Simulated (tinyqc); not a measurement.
Capacitances from a Coulomb diamond.

Inverse problem. A single-electron transistor has the bias V on its left lead and the right lead at 0 V. Its diamonds repeat every q/Cg in gate voltage, close at |V| = q/Cs with Cs = CL + CR + Cg, and have edges of slope dV/dVg = -Cg/CL and Cg/(Cs - CL). Find Cg, Cs, CL and CR.

Constants: q = 1.602176634e-19 C. Results are converted to the units shown.

gate period = 29.669938 mV
bias at the tip of the diamond = 6.3077820 mV
slope dV/dVg of the rising edge = 0.29347826

Answer. The period gives Cg, the tip Cs, and the rising edge Cs - CL = CR + Cg.

Cg = 5.400 aF
Cs = 25.40 aF
CL = 7.000 aF
CR = 13.00 aF

Program tinyqc, `OMP_NUM_THREADS=1 python tinyqc.py 2780007 2780008 out.jsonl`; Intel Xeon 2.30GHz, shared host, one thread, about 0.01 s.
